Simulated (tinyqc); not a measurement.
# Changing the temperature T

Model: harmonic transition-state theory with quantum, tunnelling and friction corrections. Computed by tinyqc, a small Python program. Command: `OMP_NUM_THREADS=1 python tinyqc.py 3008902 3008903 out.jsonl rates sweep`. One thread of a shared host (Intel(R) Xeon(R) Processor @ 2.30GHz), about 0.02 s of CPU time with the checks.

One atom hops between equivalent sites; three modes at the minimum and two real modes at the saddle are treated as harmonic, the rest of the crystal as unchanged; melting is ignored, so hot rows may lie above the melting point.

Inputs (values chosen for the exercise, modelled on interstitial hydrogen in silicon):
```
quantity                                value      unit
barrier E_b                             0.515        eV
imaginary frequency at the saddle nu_b     21       THz
jump length d                            1.92  angstrom
number of jump directions z                 6         -
```

Lattice of sites: three-dimensional.

frequencies at the minimum (THz): 33.1  52.5  58.1

real frequencies at the saddle (THz): 46.7  55.2

Constants: k_B = 8.617333262e-05 eV/K; h x 1 THz = 4.135667696 meV.

Method:
- Vineyard: nu* = product of minimum frequencies / product of real saddle frequencies; k_cl = nu* exp(-E_b/(k_B T)).
- Activation entropy S = k_B ln(nu* h/(k_B T)); for uncorrelated jumps D = z k d^2/6 and D0 = z nu* d^2/6; 1 angstrom^2 = 1e-16 cm^2.
- Quantum harmonic: k_q = (k_B T/h) [prod 2 sinh(x_i/2) (minimum) / prod 2 sinh(x_j/2) (saddle)] exp(-E_b/(k_B T)), x = h nu/(k_B T).
- Zero-point correction to the barrier = (h/2)(sum of saddle frequencies - sum of minimum frequencies).
- With u = h nu_b/(k_B T): Wigner factor 1 + u^2/24; parabolic barrier (Bell) (u/2)/sin(u/2), valid above T_c = h nu_b/(2 pi k_B); symmetric Eckart barrier: kappa = int_0^infinity P(E) exp(-(E - E_b)/(k_B T)) dE/(k_B T), P = (cosh 2a - 1)/(cosh 2a + cosh 2d), a = alpha sqrt(E/E_b), alpha = 2 pi E_b/(h nu_b), 2d = 2 sqrt(alpha^2 - pi^2/4).

One run for each value:
```
temperature T (K)  classical rate k_cl (1/s)  ratio k_q/k_cl  Eckart factor  classical diffusivity D (cm^2/s)
160                                2.350e-03           44.94          10.63                         8.664e-19
200                                4.126e+00           16.03           3.67                         1.521e-15
240                                6.003e+02            8.33           2.33                         2.213e-13
300                                8.736e+04            4.50           1.68                         3.220e-11
380                                5.790e+06            2.79           1.38                         2.134e-09
470                                1.177e+08            2.05           1.23                         4.337e-08
580                                1.312e+09            1.64           1.15                         4.837e-07
710                                8.656e+09            1.41           1.10                         3.191e-06
880                                4.400e+10            1.26           1.06                         1.622e-05
```

Over the rows, classical rate k_cl (1/s) rises from 0.00235 to 4.40e10 (exponent d ln y / d ln x 33 between the first rows and 7.6 between the last); ratio k_q/k_cl falls from 44.9 to 1.26 (exponent d ln y / d ln x -4.6 between the first rows and -0.53 between the last); Eckart factor falls from 10.6 to 1.06 (exponent d ln y / d ln x -4.8 between the first rows and -0.15 between the last). The apparent barrier of the corrected rate k_cl (k_q/k_cl) kappa(Eckart) is 0.371 eV between the coldest rows and 0.469 eV between the hottest, against E_b = 0.515 eV.

Caution (all rows): h nu exceeds k_B T, so zero-point and tunnelling corrections to the classical rate matter. Caution (rows 160): below T_c a separable one-dimensional factor on the uncorrected barrier is unreliable.
